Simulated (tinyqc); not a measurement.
Worked calculation: Froehlich polaron in a polar crystal. Computed by tinyqc, a small Python program that keeps every step. Command: `OMP_NUM_THREADS=1 python tinyqc.py 3000017 3000018 out.jsonl frohlich walk`. One thread of a shared host (Intel(R) Xeon(R) Processor @ 2.30GHz), about 0.06 s of CPU time with the checks. Intermediate numbers are printed to about 5 digits and carried at full precision; extremes and crossings named in words are read from the listed rows.

One electron in a parabolic band of mass m*, coupled to dispersionless LO phonons in the continuum model. Energies are in units of hbar omega unless marked, wave numbers in k_0 = sqrt(2 m* omega/hbar).

Inputs (values chosen for the exercise, for a model crystal):

| quantity | value | unit |
|---|---|---|
| band mass m* | 0.663 | m_0 |
| LO phonon energy hbar omega | 61.2 | meV |
| eps_inf | 8.96 | - |
| static dielectric constant eps_s | 60.9 | - |
| temperature T | 150 | K |
| electron wave number k/k_0 | 0.7 | - |
| trial v | 4.6 | - |
| trial w | 2 | - |

Constants: hbar^2/(2 m_0) = 3.80998212 eV angstrom^2; e^2/(4 pi eps_0) = 14.39964548 eV angstrom; k_B = 8.617333262e-05 eV/K; hbar = 6.582119569e-16 eV s; e = 1.602176634e-19 C; m_0 = 9.1093837015e-31 kg.

## Coupling constant and length scale

1/eps* = 1/eps_inf - 1/eps_s; k_0 = sqrt(2 m* omega/hbar) = sqrt(m* hbar omega / (hbar^2/(2 m_0))) with m* in m_0; alpha = (e^2/(4 pi eps_0)) k_0/(2 eps* hbar omega); polaron length 1/k_0.

eps* = 10.506

k_0 = 0.10320 1/angstrom

coupling constant alpha = 1.1556

polaron length 1/k_0 = 9.6901 angstrom

Intermediate coupling.

## Second-order perturbation theory

At T = 0 and k < k_0: E(k) = (k/k_0)^2 - alpha arcsin(k/k_0)/(k/k_0); so E(0) = -alpha, 1/m_p = (1 - alpha/6)/m*, and the mean number of phonons in the cloud at k = 0 is alpha/2. The Lee-Low-Pines variational state gives the same E(0) and m_p = m* (1 + alpha/6).

energy shift at k = 0 = -70.724 meV

E(k) = -0.79010 hbar omega

m*/m_p, second order = 0.80740

m_p/m*, Lee-Low-Pines = 1.1926

phonons in the cloud = 0.57781

## Strong-coupling trial states

Landau-Pekar: the lattice follows the mean electron density. A Gaussian state exp(-b^2 r^2/2) gives E(b) = (3/2) b^2 - alpha b sqrt(2/pi) (b in k_0), minimised at b = alpha sqrt(2/pi)/3 to E = -alpha^2/(3 pi); a state exp(-b r) gives E(b) = b^2 - (5/8) alpha b, minimised at b = 5 alpha/16 to E = -25 alpha^2/256.

best b, Gaussian = 0.30735 k_0

E, Gaussian = -0.14170 hbar omega

best b, exponential = 0.36113 k_0

E, exponential = -0.13042 hbar omega

The Gaussian bound lies below -alpha only for alpha > 3 pi = 9.42; here it lies above, so the self-trapped state is the poorer bound.

## Feynman's energy at a trial point

Feynman's bound: E(v, w) = 3 (v - w)^2/(4 v) - (alpha v/sqrt(pi)) int_0^infinity e^-u D(u)^(-1/2) du, D = w^2 u + ((v^2 - w^2)/v)(1 - e^(-v u)); integrals by 80 Gauss-Legendre points in s from 0 to 1 with u = 40 s^2.

first term = 1.1022 hbar omega

E(v, w) = -0.40211 hbar omega

## Feynman's variational polaron

Minimise over v > w > 0 (simplex search); mass m_p/m* = 1 + (alpha v^3/(3 sqrt(pi))) int u^2 e^-u D^(-3/2) du.

best v = 3.13

best w = 2.85

E, Feynman = -1.1732 hbar omega

polaron energy, Feynman = -71.799 meV

m_p/m*, Feynman = 1.232

The bound lies 1.5 % below -alpha, and the mass is 1.03 times the Lee-Low-Pines value.

## Mobility at low temperature

Scattering by absorption of an LO phonon: 1/tau = 2 alpha omega n, n = 1/(exp(hbar omega/(k_B T)) - 1); mu = e tau/m*, the weak-coupling result for k_B T well below hbar omega.

phonon occupation n = 0.0088635

lifetime tau = 525.00 fs

mobility = 1392.7 cm^2/(V s)

## All approximations against the coupling

Other columns: second order -alpha; Landau-Pekar Gaussian -alpha^2/(3 pi); Lee-Low-Pines mass 1 + alpha/6. The polaron energy in meV uses the given hbar omega.

Energies (hbar omega) and masses (m*):

| alpha | second order | Gaussian | Feynman | Feynman (meV) | mass, LLP | mass, Feynman | v | w |
|---|---|---|---|---|---|---|---|---|
| 0.29 | -0.29 | -0.0089233 | -0.29105 | -17.813 | 1.0483 | 1.051 | 3.03 | 2.96 |
| 0.58 | -0.58 | -0.035693 | -0.58428 | -35.758 | 1.0967 | 1.106 | 3.06 | 2.93 |
| 1.2 | -1.2 | -0.15279 | -1.2190 | -74.602 | 1.2 | 1.243 | 3.13 | 2.84 |
| 1.8 | -1.8 | -0.34377 | -1.8443 | -112.87 | 1.3 | 1.408 | 3.22 | 2.76 |
| 3.7 | -3.7 | -1.4526 | -3.9140 | -239.54 | 1.6167 | 2.33 | 3.58 | 2.43 |
| 6.7 | -6.7 | -4.7630 | -7.6752 | -469.72 | 2.1167 | 11.36 | 5.4 | 1.68 |
| 9.7 | -9.7 | -9.9833 | -12.866 | -787.43 | 2.6167 | 94.97 | 11.7 | 1.23 |
| 13 | -13 | -17.931 | -20.791 | -1272.4 | 3.1667 | 412.8 | 22.2 | 1.11 |

All three energies are upper bounds (-alpha through the Lee-Low-Pines state), and the Feynman value is the lowest in every row. It lies within 5 % of -alpha up to alpha = 1.8; at alpha = 13 it is 1.16 times the Gaussian value, whose alpha^2 law it approaches with a constant shift of about -3 ln 2 - 3/4 = -2.83 (here -2.86). The mass stays within 10 % of 1 + alpha/6 up to alpha = 1.8 and reaches 413 m* in the last row; w falls from 2.96 towards 1 while v grows to 22.2.

Checks made by the program: second-order shift against the integral -(2 alpha/pi) int dq/(1 + q^2) (relative difference below 1e-10); v = w reduces the bound to -alpha (relative difference 1e-10).
